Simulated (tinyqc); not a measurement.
Tuning the Rashba term through the balance point: two-dimensional electron gas with Rashba and Dresselhaus coupling.

H = c k^2/m + al (ky sx - kx sy) + b1 (kx sx - ky sy) + gam kx ky (kx sy - ky sx), s the Pauli matrices, x = [100], c = hbar^2/2m0, b1 = gam (pi/L)^2 (hard walls). H = c k^2/m + B.s, so E = c k^2/m -/+ |B| and the lower state has its spin along -B.

Constants: hbar^2/2m0 = 3.80998211 eV angstrom^2.

Values chosen for the exercise (of the size met in GaAs; the results hold for these values, not for the real material): m = 0.0681 m0 (mass); gam = 10.6 eV angstrom^3 (bulk Dresselhaus constant); L = 170 angstrom (width of the (001) well); n = 2.4 1e11/cm^2 (sheet density (one subband filled)).

al = f (b1 - b3) at k0 = sqrt(2 pi n), b3 = gam k0^2/4. Helix wavelength along [110]: 2 pi c/(m |al + b1 - b3|). Dyakonov-Perel rates are proportional to the mean squares of the first harmonics: for spin along z, al^2 + (b1 - b3)^2; for the most protected in-plane spin, (al - (b1 - b3))^2/2 (third harmonic left out); both are given over (b1 - b3)^2.

Against f:
```
f     al (meV angstrom)  wavelength (micron)  rate, z  rate, in plane
0.00              0.000               10.916    1.000          0.5000
0.25              0.805                8.732    1.062          0.2812
0.50              1.610                7.277    1.250          0.1250
0.75              2.415                6.237    1.562          0.0312
0.90              2.898                5.745    1.810          0.0050
1.00              3.220                5.458    2.000          0.0000
1.25              4.025                4.851    2.562          0.0312
2.00              6.441                3.639    5.000          0.5000
```

What does the comparison show?

At f = 1, al = 3.22 meV angstrom, the first harmonic points along one axis for all k and the listed in-plane rate vanishes; the helix would have wavelength 5.46 micron. The third harmonic, b3/(b1 - b3) = 0.12, is small and sets its lifetime. The uniform z spin still relaxes there, twice as fast as at f = 0.

Run: tinyqc, `OMP_NUM_THREADS=1 python tinyqc.py 1450374 1450375 out.jsonl`; Intel(R) Xeon(R) Processor @ 2.30GHz, one thread, shared host; about 0.01 s of CPU time with all checks.
